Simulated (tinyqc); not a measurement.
Cahn-Hilliard equation on a periodic one-dimensional grid: one step, computed by the program tinyqc. Command: `OMP_NUM_THREADS=1 python tinyqc.py 3019282 3019283 out.jsonl cahn walk`. One thread of a shared host (Intel(R) Xeon(R) Processor @ 2.30GHz), about 0.1 s of CPU time with the checks.

Free energy F = h sum_j [A (c_j^2 - 1)^2/4 + (kappa/2) ((c_(j+1) - c_j)/h)^2]; dc/dt = Lap(mu), mu = A (c^3 - c) - kappa Lap(c), Lap(y)_j = (y_(j+1) - 2 y_j + y_(j-1))/h^2, mobility 1; the grid has n = 12 points.

Problem. The first step. Start: c_j = c0 + amplitude x (z_j - mean of z). c(new) = c + dt Lap(mu).

Inputs (values chosen for the exercise, in reduced units): spacing h = 1.1; well depth A = 0.73; gradient coefficient kappa = 0.97; mean composition c0 = 0.14; noise amplitude = 0.02; time step dt = 0.065.

Scheme: explicit Euler.

random numbers: [-0.961, 0.344, 0.855, 0.259, -0.288, 0.252, -0.235, 0.979, 0.532, -0.822, -0.775, 0.474]

Give: c at the start; mu at the start; c after one step; F at the start; F after one step.

Solution.

c at the start: [0.1198, 0.1459, 0.1561, 0.1442, 0.1332, 0.1440, 0.1343, 0.1586, 0.1496, 0.1225, 0.1235, 0.1485]

mu at the start: [-0.1301, -0.0915, -0.0934, -0.1038, -0.1130, -0.0865, -0.1235, -0.0862, -0.0922, -0.1106, -0.1080, -0.0630]

c after one step: [0.1254, 0.1437, 0.1556, 0.1442, 0.1351, 0.1406, 0.1383, 0.1562, 0.1490, 0.1237, 0.1258, 0.1424]

F at the start = 2.317

F after one step = 2.316
